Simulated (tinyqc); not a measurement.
# Changing the density of states g_0

Model: hopping conduction between localised states. Computed by tinyqc, a small Python program. Command: `OMP_NUM_THREADS=1 python tinyqc.py 3001619 3001620 out.jsonl hop sweep`. One thread of a shared host (Intel(R) Xeon(R) Processor @ 2.30GHz), about 0.01 s of CPU time with the checks.

Energies are counted from the Fermi level. A small network shows the mechanism; the laws of an infinite system follow.

Inputs (values chosen for the exercise, for a model impurity band):

| quantity | value | unit |
|---|---|---|
| localisation length xi | 1.1 | nm |
| permittivity eps | 13 | - |
| activation energy E_a to extended states | 0.19 | eV |
| prefactor of activated conduction | 69 | S/cm |
| prefactor of hopping | 0.013 | S/cm |
| temperature T | 140 | K |

Dimension: 3D.

Constants: k_B = 8.617333262e-05 eV/K; e^2/(4 pi eps_0) = 14.39964548 eV angstrom.

Method. Mott: T_M = 21.2/(k_B g_0 xi^3), exponent (T_M/T)^(1/4), mean hop r = (3/8) xi times the exponent. Efros-Shklovskii: T_ES = 2.8 e^2/(4 pi eps eps_0 k_B xi), exponent (T_ES/T)^(1/2). Coulomb gap width g_0^(1/2) (e^2/(4 pi eps eps_0))^(3/2). The numerical coefficients come from percolation theory and are given. sigma = s_1 exp(-E_a/k_B T) + s_2 exp(-larger of the two exponents); reduced activation energy w = d ln(sigma)/d ln(T) by a central difference of +/- 1 %.

One run for each value:

| density of states g_0 (1/(eV cm^3)) | hopping part (S/cm) | Mott exponent | Efros-Shklovskii exponent | Coulomb gap (meV) |
|---|---|---|---|---|
| 2.10e+18 | 7.6712e-15 | 28.158 | 4.8343 | 1.689 |
| 5.50e+18 | 3.1693e-12 | 22.135 | 4.8343 | 2.734 |
| 1.40e+19 | 3.1870e-10 | 17.524 | 4.8343 | 4.362 |
| 3.80e+19 | 1.5299e-08 | 13.653 | 4.8343 | 7.186 |
| 1.00e+20 | 2.8750e-07 | 10.719 | 4.8343 | 11.658 |
| 2.70e+20 | 3.0357e-06 | 8.362 | 4.8343 | 19.156 |
| 7.00e+20 | 1.7861e-05 | 6.590 | 4.8343 | 30.843 |
| 1.90e+21 | 7.6590e-05 | 5.134 | 4.8343 | 50.815 |

Over the rows, hopping part (S/cm) rises from 7.67e-15 to 7.66e-5 (exponent d ln y / d ln x 6.3 between the first rows and 1.5 between the last); Mott exponent falls from 28.2 to 5.13 (exponent d ln y / d ln x about -0.25 throughout); Efros-Shklovskii exponent does not change. The limiting law is Mott from 2.10e18 to 1.90e21. T_ES does not depend on g_0, since the states inside the Coulomb gap are fixed by the interaction alone.
